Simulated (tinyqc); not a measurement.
Grain growth, pinning, strength and diffusional creep of a polycrystal or thin film: one step, computed by the program tinyqc. Command: `OMP_NUM_THREADS=1 python tinyqc.py 3009628 3009629 out.jsonl grain walk`. One thread of a shared host (Intel(R) Xeon(R) Processor @ 2.30GHz), about 0.01 s of CPU time with the checks.

One mean grain size d describes the structure.

Task: Mobility and the sizes at which growth stops. M = M0 exp(-Q_m/(k_B T)). The driving pressure is 2 gamma/d. Zener pinning pressure 3 f gamma/(2 r) stops growth at d_Z = 4 r/(3 f). Grooves where boundaries meet the surface have the angle theta = arcsin(gamma/(2 gamma_s)) and are taken to stop growth at d_h = h/(2 theta), a few film thicknesses; the limit is 1/d_lim = 1/d_Z + 1/d_h.

Inputs (values chosen for the exercise, for a model solid): boundary energy gamma = 1.3 J/m^2; mobility prefactor M0 = 8.7e-07 m^4/(J s); activation energy of boundary motion Q_m = 5.35 eV; anneal temperature T = 3141 K; particle volume fraction f = 0.00093; particle radius r = 7.9 nm; film thickness h = 110 nm; surface energy gamma_s = 3.2 J/m^2.

Sample: thin film on a substrate.

Constants: k_B = 8.617333262e-05 eV/K.

Give: mobility M; Zener size d_Z; groove angle theta; groove limit d_h; limit d_lim.

Result:

mobility M = 2.267e-15 m^4/(J s)

Zener size d_Z = 11326 nm

groove angle theta = 0.2045 rad

groove limit d_h = 268.9 nm

limit d_lim = 262.6 nm

The grooves set the tighter limit.
